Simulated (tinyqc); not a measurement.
Comparisons within one model: inter-valley coupling by envelope functions against a chain of atomic planes. A value that a table varies takes the place of the one given here.

Chain: E(phi) = e0 + 2 v cos(phi) + 2 u cos(2 phi), cos(phi0) = -v/(4u), e0 = 2u + v^2/(4u); plane j = 0, 1, ... has the potential V_j = dE x_j + F (j - 30) a/4 (1 MV/m = 1e-4 V/angstrom). There are 30 barrier planes a side; with y = j - 29.5, x_j = xb (f(y) + f(Nw - y)), f(y) = 1/(1 + exp(y/L)), plus any Ge added in the well. The valley splitting is the spacing of the two lowest levels. Envelope theory: F_j solves a one-valley chain with hopping -b and diagonal 2b + V_j, b = 4u sin^2(phi0), sum F_j^2 = 1; the valleys couple by Dv = sum_j F_j^2 V_j exp(-2 i phi0 j) and split by 2|Dv|.

Values chosen for the exercise (near those of the Delta valleys of silicon in a SiGe well; not measured data):
- a = 5.431 angstrom (lattice constant; planes lie a/4 apart)
- u = 0.641 eV (second-neighbour hopping)
- v = 0.615 eV (nearest hopping)
- Nw = 51 (planes in the well)
- L = 1.25 planes (interface width)
- xb = 0.24 (Ge fraction of the barriers)
- dE = 0.65 eV (offset per unit Ge fraction)
- F = 2 MV/m (field)
- xs = 0.12 (Ge fraction added on that plane)
- xw = 0.013 (mean Ge fraction of the wiggle)
- x0 = 2709 (start of the number sequence)
- na = 4000 (atoms a plane under the dot)
- js = 55 (plane j of a Ge spike (the well starts at j = 30))

## Position of the spike

The spike is moved through the well; position counted from the first well plane, j - 30.

Against position:
```
j - 30  F_j^2, smooth  mean of the doublet (meV)  splitting, chain (micro-eV)  envelope  first order
3             0.00684                      14.18                          804       784         1067
6             0.01317                      14.52                         1481      1439         2055
10            0.02250                      15.04                         2528      2464         3509
15            0.03193                      15.69                         3832      3780         4981
20            0.03595                      16.09                         4639      4604         5608
26            0.03293                      15.88                         4205      4172         5137
33            0.02235                      15.06                         2575      2527         3486
41            0.00910                      14.28                         1002       973         1420
48            0.00182                      13.89                          221       217          283
```

What can be read from the table?

The splitting is largest at plane 20 among these rows (4639 micro-eV), and the smooth envelope peaks at plane 21, counting all planes; without a spike it is 0.15. Where the splitting exceeds 20 micro-eV the envelope theory lies within 2.9 % of the chain and first order within 42 %.

## A periodic Ge profile (wiggle well)

periods (planes): pi/phi0 1.73280, pi/(pi - phi0) 2.36463

Added fraction xw (1 - cos(2 pi (j - 30)/p)) on the well planes; p = f times the resonant period pi/(pi - phi0). At resonance the estimate is dE xw.

Against period:
```
f     p (planes)  mean of the doublet (meV)  splitting, chain (micro-eV)  envelope
0.90      2.1282                      22.06                          167       179
0.95      2.2464                      21.73                         2644      2767
0.98      2.3173                      21.94                         7017      7199
0.99      2.3410                      22.09                         7999      8063
1.00      2.3646                      22.15                         8369      8341
1.01      2.3883                      22.10                         8070      8043
1.02      2.4119                      21.97                         7215      7238
1.05      2.4829                      21.70                         3444      3427
1.10      2.6011                      21.98                          373       358
1.50      3.5469                      22.14                           21        21
3.00      7.0939                      22.15                            2         2
```

What does this show, and why?

The splitting peaks at f = 1 with 8.37 meV, against the estimate dE xw = 8.45 meV, and is 0.84 and 0.86 of the value at f = 1 two per cent off to either side: the width of the resonance is set by the number of periods under the envelope. At f = 3 it is 2 micro-eV. The chain has one orbital a plane and knows only this resonance; longer periods that work through other bands are outside it.

## Random alloy fluctuations

A uniform fraction x is added on all planes. Each plane j then fluctuates by q sqrt(x_j (1 - x_j)/na) in Ge fraction, q = sqrt12 (z/2147483647 - 1/2) with z(new) = 16807 z mod 2147483647 from x0, restarted for each row; 24 samples. Theory: Dv is a complex Gaussian with sigma^2 = dE^2 sum F_j^4 x_j (1 - x_j)/na, and the mean splitting is sqrt(pi) sigma if the smooth part is negligible.

Splitting (micro-eV):
```
x     sigma  sqrt(pi) sigma  mean of 24  least  largest
0.00   23.5            41.7        43.1   15.0     63.2
0.01  168.6           298.8       297.9   28.0    646.8
0.02  236.1           418.4       418.2   39.5    904.7
0.05  366.4           649.4       650.5   62.7   1404.3
0.10  503.9           893.1       895.0   87.5   1934.8
```

What can be read from the table?

Without added Ge the disorder sits in the barriers, where the state is small: mean 43.1 micro-eV, against 0.15 for the smooth well. With 5 % Ge in the well the mean is 650, theory 649, with a statistical error of about 11 % for 24 samples; the miss is 0 %, and since every row reuses one sequence the rows with added Ge miss alike. The spread grows with the mean: at 5 % the samples run from 63 to 1404, so small splittings remain possible. sigma falls as 1/sqrt(na) for larger dots. A chain with one orbital a plane has no Bloch-function factor, which scales all these couplings down in fuller models.

## What each parameter does

Chain with the spike on plane js. Each row changes one parameter from the base and keeps the others.

Results:
```
case             level (meV)  splitting (micro-eV)
base                  15.965                4379.5
Nw = 57               15.173                4166.0
L = 1.75 planes       16.530                4535.2
xb = 0.29             16.278                4482.9
dE = 0.715 eV         16.302                4789.3
F = 4 MV/m            21.464                3934.6
js = 58               15.666                3781.7
xs = 0.156            16.473                5396.1
```

How do the results move?

The largest shifts from the base row, up to three for each result and ties (the steps differ in size, so this ranks the rows, not the parameters). level (meV): F +5.499, Nw -0.791, L +0.565. splitting (micro-eV): xs +1016.6, js -597.8, F -444.9.

tinyqc: `OMP_NUM_THREADS=1 python tinyqc.py 1451249 1451250 out.jsonl`; about 0.05 s, one thread, shared Intel(R) Xeon(R) Processor @ 2.30GHz.
